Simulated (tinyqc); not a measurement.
Worked calculation: MOS capacitor with interface traps: C-V stretch-out, conductance peak and subthreshold swing. Computed by tinyqc, a small Python program that keeps every step. Command: `OMP_NUM_THREADS=1 python tinyqc.py 3005215 3005216 out.jsonl mostraps walk`. One thread of a shared host (Intel(R) Xeon(R) Processor @ 2.30GHz), about 0.01 s of CPU time with the checks. Intermediate numbers are printed to about 6 digits and carried at full precision; extremes and crossings named in words are read from the listed rows.

Energies at the interface are counted from the valence band. psi > 0 means bending towards depletion, so the surface potential is -psi. Boltzmann statistics, full ionisation, no quantum confinement. Traps are neutral when filled up to E_n, with a sharp (zero-temperature) occupation.

Inputs (values chosen for the exercise, for a model semiconductor):

| quantity | value | unit |
|---|---|---|
| gap E_g | 1.04 | eV |
| electron mass m_e | 0.397 | m_0 |
| valleys M_c | 6 | - |
| hole mass m_h | 0.966 | m_0 |
| dielectric constant eps_s | 14.4 | - |
| doping N | 2.5e+17 | cm^-3 |
| insulator constant eps_ox | 7.21 | - |
| insulator thickness t_ox | 53 | nm |
| work-function difference phi_ms | 0.37 | V |
| fixed charge N_f | -6e+10 | cm^-2 |
| trap density D_0 | 1.2e+11 | cm^-2 eV^-1 |
| neutrality level E_n | 0.691 | eV |
| capture cross-section sigma | 3e-16 | cm^2 |
| band bending towards depletion psi | 0.71 | V |
| temperature T | 300 | K |
| edge density D_1 | 6.7e+12 | cm^-2 eV^-1 |
| tail width w | 0.083 | eV |

Substrate: n-type. Trap spectrum: U-shaped.

Constants: m_0 = 9.1093837015e-31 kg; k_B = 1.380649e-23 J/K; h = 6.62607015e-34 J s; k_B = 8.617333262e-05 eV/K; eps_0 = 8.8541878128e-12 F/m; e = 1.602176634e-19 C.

## Substrate and insulator

N_c = 2 M_c (2 pi m_e k_B T/h^2)^(3/2) and N_v = 2 (2 pi m_h k_B T/h^2)^(3/2), masses in units of m_0. n_i = sqrt(N_c N_v) exp(-E_g/2 k_B T); E_F = E_g - k_B T ln(N_c/N); phi_B = (k_B T/e) ln(N/n_i); L_D = sqrt(eps_s eps_0 k_B T/(e^2 N)); C_ox = eps_ox eps_0/t_ox.

k_B T = 0.0258520 eV

n_i = 5.50627e+10 cm^-3

bulk E_F = 0.910353 eV

phi_B = 0.396272 V

Debye length L_D = 9.07147 nm

C_ox = 0.120450 microF/cm^2

effective density of states of the majority band = 3.76625e+19 cm^-3

## Charges at the given band bending

With u = psi/k_B T and r = (n_i/N)^2: F = sqrt(exp(-u) + u - 1 + r (exp(u) - u - 1)); Q_s = +sign(u) sqrt(2) eps_s eps_0 (k_B T/e) F/L_D; C_s = (eps_s eps_0/(sqrt(2) L_D)) |1 - exp(-u) + r (exp(u) - 1)|/F; at high frequency, below strong inversion, the terms in r are dropped. D(E) = D_0 + D_1 [exp(-E/w) + exp(-(E_g - E)/w)]. E_F at the interface is E_s = E_F - psi; Q_it = -e int from E_n to E_s of D(E) dE; C_it = e D(E_s) (per volt); V_G = phi_ms - psi - (Q_s + Q_it + e N_f)/C_ox.

E_s = 0.200353 eV

Q_s = 0.264550 microC/cm^2

C_s = 0.200967 microF/cm^2

C_s at high frequency = 0.193193 microF/cm^2

D(E_s) = 7.19694e+11 cm^-2 eV^-1

Q_it = 0.0187088 microC/cm^2

C_it = 0.115308 microF/cm^2

gate voltage V_G = -2.61185 V

The traps hold positive charge because E_s lies below E_n.

## Capacitances, high-low extraction and swing

C_LF = [1/C_ox + 1/(C_s + C_it)]^-1; C_HF = [1/C_ox + 1/C_s(HF)]^-1; high-low estimate D = [(1/C_LF - 1/C_ox)^-1 - (1/C_HF - 1/C_ox)^-1]/e; stretch-out |dV_G/d psi| = 1 + (C_s + C_it)/C_ox; swing factor at this bending (the subthreshold swing when psi lies between phi_B and 2 phi_B) S = ln(10) (k_B T/e)(1 + (C_s(HF) + C_it)/C_ox).

C_LF = 0.0872297 microF/cm^2

C_HF = 0.0741930 microF/cm^2

high-low estimate of D = 7.68220e+11 cm^-2 eV^-1

stretch-out = 3.62577

swing factor S = 211.987 mV/decade

The traps add 56.98 mV/decade to the swing, whose thermal limit is 59.5. The estimate exceeds D(E_s) because minority carriers already follow the slow signal.

## Conductance peak

v = sqrt(3 k_B T/m) with the majority mass; surface density n_s = N exp(-psi/k_B T); tau = 1/(sigma v n_s); for a continuum of levels G_p/omega = C_it ln(1 + omega^2 tau^2)/(2 omega tau), which peaks at omega tau = 1.98, the frequency 1.98/(2 pi tau); potential fluctuations are left out.

v = 1.85363e+07 cm/s

n_s = 295437 cm^-3

trap time constant = 608.682 s

peak frequency = 5.17720e-04 Hz

peak of G_p/omega = 0.0463965 microF/cm^2

Caution: near and beyond midgap the traps also exchange with the minority band, so this majority-carrier time constant and peak do not apply.

## The C-V curve with and without traps

C/C_ox = 1/(1 + C_ox/(C_s + C_it)) at low frequency; without traps C_it = Q_it = 0; the high-frequency column uses C_s(HF) alone.

Along the curve:

| psi (V) | E_s (eV) | V_G (V) | V_G, no traps (V) | C_LF/C_ox | C_LF/C_ox, no traps | C_HF/C_ox | D (cm^-2 eV^-1) |
|---|---|---|---|---|---|---|---|
| -0.0646 | 0.974953 | 2.14282 | 1.77053 | 0.972623 | 0.969037 | 0.969037 | 3.18004e+12 |
| 0.0129 | 0.897453 | 0.45280 | 0.29793 | 0.921319 | 0.908675 | 0.908675 | 1.32297e+12 |
| 0.1190 | 0.791353 | -0.43802 | -0.48011 | 0.830599 | 0.811224 | 0.811224 | 4.55481e+11 |
| 0.2310 | 0.679353 | -0.98630 | -0.98297 | 0.762262 | 0.745458 | 0.745458 | 2.08765e+11 |
| 0.3430 | 0.567353 | -1.41633 | -1.38743 | 0.718699 | 0.702002 | 0.702002 | 1.49742e+11 |
| 0.4560 | 0.454353 | -1.79748 | -1.74638 | 0.690159 | 0.669179 | 0.669179 | 1.53876e+11 |
| 0.5680 | 0.342353 | -2.15015 | -2.07185 | 0.678225 | 0.643120 | 0.643082 | 2.29822e+11 |
| 0.6800 | 0.230353 | -2.50716 | -2.37672 | 0.703841 | 0.624196 | 0.621253 | 5.37988e+11 |
| 0.7930 | 0.117353 | -2.98896 | -2.70666 | 0.842079 | 0.750322 | 0.602334 | 1.74950e+12 |

The same range of bending takes 5.132 V with traps and 4.477 V without: a stretch-out of 14.6 %. The minimum of C_LF/C_ox among these rows rises from 0.624 to 0.678. Fixed charge shifts both curves rigidly by +0.080 V, while the shift from trap charge changes sign where E_s passes E_n.

Checks made by the program: C_s against a finite difference of Q_s (relative difference 9e-10); C_it against a finite difference of Q_it (relative difference 2e-09).
